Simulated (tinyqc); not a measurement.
Worked calculation: Kane-Mele model of a buckled honeycomb layer in a normal field. Values are carried at full precision from step to step, so a last printed digit may differ when a step is redone from the rounded ones.

Sublattices A and B lie at +/-b, so the field gives them the energies +/-D, D = e b Ez (in eV for b in angstrom and Ez in V/angstrom); 2 lam is the gap at zero field. Near the valleys tau = +/-1, for spin sz = +/-1: H = hbar v (tau qx sx + qy sy) + m sz_AB with m = D - tau sz lam, hbar v = (sqrt3/2) a t. On the lattice the spin-orbit term is the second-neighbour hopping i (lam/3 sqrt3) nu sz, nu = +/-1 by the sense of the turn. The filled band of one cone contributes tau sign(m)/2 to the Chern number, in the sense Omega = curl of i<u|grad u>. Rashba terms are left out.

Constants: hbar^2/2m0 = 3.80998211 eV angstrom^2.

Values chosen for the exercise (of the size used for stanene; the results hold for these values, not for the real material): a = 4.64 angstrom (lattice constant); t = 1.26 eV (hopping); lam = 0.079 eV (spin-orbit half gap); b = 0.4 angstrom (half the buckling height); Ez = 0.28 V/angstrom (normal field at the atoms, after screening; 0.01 is 1 MV/cm, and gates reach some 0.05); q = 0.034 1/angstrom (distance from K along x).

## The four Dirac masses

Form D, hbar v, and for each flavour m, the gap 2|m|, the band mass 2c|m|/(hbar v)^2 with c = hbar^2/2m0, and the share of the Chern number.

D = 112.000 meV
hbar v = 5.0631 eV angstrom

Flavours:
```
tau  sz  m (meV)  gap (meV)  mass (m0)  share of C
1     1   33.000     66.000    0.00981         0.5
1    -1  191.000    382.000    0.05677         0.5
-1    1  191.000    382.000    0.05677        -0.5
-1   -1   33.000     66.000    0.00981        -0.5
```

## Invariants

C(up) and C(down) are the sums over valleys; spin Chern number (C(up) - C(down))/2; valley number, the sum for tau = +1 less that for tau = -1; Z2 index |C(up)| mod 2; critical field lam/b.

C(up), C(down): [0, 0]

spin Chern number = 0
valley number = 2
Z2 = 0
critical field = 0.1975 V/angstrom

|D| > lam: all masses share the sign of D, a band insulator with valley Hall response.

## Levels and curvature at distance q

E = sqrt(m^2 + (hbar v q)^2); curvature of the filled band Omega = tau (hbar v)^2 m/(2 E^3).

At q:
```
tau  sz  E (meV)  Omega (angstrom^2)
1     1  175.281               78.54
1    -1  257.129               144.0
-1    1  257.129              -144.0
-1   -1  175.281              -78.54
```

In each valley the two spins differ by 81.848 meV, with opposite order in the other valley.

## Checks

- Curvature formula against a plaquette: both 78.54.

tinyqc: `OMP_NUM_THREADS=1 python tinyqc.py 1481511 1481512 out.jsonl`; about 0.02 s, one thread, shared Intel(R) Xeon(R) Processor @ 2.30GHz.
